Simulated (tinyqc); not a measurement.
Worked calculation: binary melting diagram from solution models of liquid and solid. Computed by tinyqc, a small Python program that keeps every step. Command: `OMP_NUM_THREADS=1 python tinyqc.py 3022471 3022472 out.jsonl melt walk`. One thread of a shared host (Intel(R) Xeon(R) Processor @ 2.30GHz), about 0.01 s of CPU time with the checks. Intermediate numbers are printed to about 5 digits and carried at full precision; extremes and crossings named in words are read from the listed rows.

x is the fraction of B. In a phase with interaction L: mu_A = G_A + R T ln(1 - x) + L x^2, mu_B = G_B + R T ln x + L (1 - x)^2. Melting: G(liquid) - G(solid) = H (1 - T/T_m) for each pure component.

Inputs (values chosen for the exercise, for a model alloy):
```
quantity,value,unit
melting point T_A,1420,K
melting point T_B,1120,K
heat of melting H_A,28.8,kJ/mol
heat of melting H_B,45.5,kJ/mol
liquid interaction L_L,-5.2,kJ/mol
overall fraction x0,0.56,-
```

Diagram: eutectic with pure solids.

Constants: R = 8.314462618 J/(mol K).

## The two liquidus branches

Liquid against pure solid A: T = (H_A + L_L x^2)/(H_A/T_A - R ln(1 - x)); against pure solid B: T = (H_B + L_L (1 - x)^2)/(H_B/T_B - R ln x). The higher branch is the stable one; a dash marks a branch without a positive root.

Liquidus temperatures (K):
```
x,branch A,branch B,first solid
0.05,1390.1,622.7,A
0.15,1325.9,740.1,A
0.30,1218.7,848.3,A
0.45,1098.8,929.4,A
0.60,965.2,995.4,B
0.75,813.5,1050.2,B
0.90,623.6,1095.1,B
0.97,483.6,1112.9,B
```

## Eutectic point by bisection

Halve the interval 0.001 to 0.999 for the crossing, 44 times.

Bisection, first 12 steps:
```
step,x,branch A (K),branch B (K)
1,0.50000,1055.9,952.8
2,0.74950,814.0,1050.0
3,0.62475,941.6,1005.2
4,0.56237,1000.1,980.0
5,0.59356,971.2,992.9
6,0.57797,985.7,986.5
7,0.57017,992.9,983.3
8,0.57407,989.3,984.9
9,0.57602,987.5,985.7
10,0.57699,986.6,986.1
11,0.57748,986.2,986.3
12,0.57724,986.4,986.2
```

eutectic composition x_E = 0.57739

eutectic temperature T_E = 986.27 K

T_E lies 134 K below the lower melting point, and x_E lies on the side of B, the lower-melting component.

## Freezing of the alloy x0

Primary solid forms at the higher branch; just above T_E its mole fraction is (x_E - x0)/x_E for A or (x0 - x_E)/(1 - x_E) for B, and the rest freezes as eutectic, with B making up x_E of it.

liquidus temperature = 1002.3 K

fraction of primary solid = 0.030125

freezing range = 15.997 K

The primary solid is A.

## Effect of the liquid interaction

The crossing is found anew for each L_L.

Eutectic point:
```
L_L (kJ/mol),x_E,T_E (K)
-35.0,0.49220,784.1
-23.0,0.51249,866.8
-12.0,0.54427,941.4
-5.8,0.57380,982.4
0.0,0.61681,1019.2
2.0,0.63720,1031.4
4.0,0.66153,1043.1
```

T_E rises from 784 to 1043 K, 6.6 K per kJ/mol on average: attraction in the liquid stabilises it and deepens the eutectic. As attraction grows x_E moves from 0.662 to 0.492.

Checks made by the program: equal chemical potentials at the eutectic (relative difference below 1e-10).
